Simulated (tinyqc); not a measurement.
# FinFET, parasitic resistance, capacitance and delay: effect of the wire load

Nf fins under one contact; each has gated perimeter p = 2 Hf + Wf and cross-section A = Hf Wf; contact width Wc = Nf pf, stack height Hs = Hf. Contact length Lc = CPP - Lg - 2 Lsp, shared by two neighbouring gates. Source and drain sides are equal. The formulas are first-order estimates, not field solutions.

Epitaxy sheet resistance Rsh = re/te, transfer length LT = sqrt(rc/Rsh), contact Rc = [sqrt(rc Rsh)/Wc] coth(Lc/(2 LT)); extension of one fin Rx = rx Lsp/A. With N fins: gate Cg = Cinv p N Lg; per side, plate Cp = ks eps0 [Wc (Hs + Hc) - N A]/Lsp, top fringe Cf = (2/pi) ks eps0 Wc ln(1 + Lg/(2 Lsp)), overlap Co = Cinv p N Lov. One fin: I = p Q vx u/(1 + |u|^1.8)^(1/1.8), Q = Cinv n Vt ln(1 + exp((Vg' - VT + dl Vd')/(n Vt))), u = Vd' mu/(vx Lg), Vg' = Vgs - v, Vd' = Vds - 2 v, with the drop on each side v = Rc (sum of I) + Rx I. Ieff = [I(Vgs = Vdd, Vds = Vdd/2) + I(Vdd/2, Vdd)]/2, total currents. With Cs = Cp + Cf + Co, the load of an inverter of two such devices driving an equal one is CL = 2 (Cg + 2 Cs) + 4 Cs + Cw (own drains counted twice for the Miller effect); delay CL Vdd/(2 Ieff).

Parameters, values chosen for the exercise; values close to those of silicon logic devices: temperature T = 300 K; number of fins Nf = 3; fin height Hf = 60 nm; fin width Wf = 5 nm; fin pitch pf = 42 nm; contacted gate pitch CPP = 60 nm; gate length Lg = 18 nm; spacer length Lsp = 7 nm; relative permittivity of the spacer ks = 4.5; gate height above the channel stack Hc = 15 nm; contact resistivity rc = 7.4e-10 ohm cm^2; resistivity of the source-drain epitaxy re = 0.0006 ohm cm; current-carrying depth of the epitaxy te = 15 nm; resistivity of the extension rx = 0.0011 ohm cm; gate overlap Lov = 1 nm; inversion capacitance Cinv = 2.5 uF/cm^2; injection velocity vx = 1.4e7 cm/s; apparent mobility mu = 150 cm^2/(V s); threshold at zero drain voltage VT = 0.29 V; barrier lowering dl = 0.071 V/V; subthreshold factor n = 1.22; supply voltage Vdd = 0.7 V.

Constants: q = 1.602176634e-19 C, kB = 1.380649e-23 J/K, eps0 = 8.8541878128e-12 F/m, Vt = kB T/q. Results are converted to the units shown.

The same in every row: Rc (ohm) = 55.81; Rx/N (ohm) = 85.56; Ieff (uA) = 251.5.

Result of one run:
```
CL (aF)  delay (ps)
866.0         1.205
```

Which wire load Cw gave this result: 0.043, 0.093, 0.93 or 2 fF?

Cw = 0.043 fF.

The whole series:
```
Cw (fF)  CL (aF)  delay (ps)
0.02       843.0       1.173
0.043      866.0       1.205
0.093      916.0       1.274
0.2         1023       1.423
0.43        1253       1.743
0.93        1753       2.439
2           2823       3.928
```

As Cw goes from 0.02 to 2 fF, Ieff stays at 252 uA, CL rises from 843 to 2820 aF and the delay rises from 1.17 to 3.93 ps.

Numbers from tinyqc (`OMP_NUM_THREADS=1 python tinyqc.py 2170109 2170110 out.jsonl`; about 0.04 s on one thread of a shared Intel Xeon 2.30GHz).
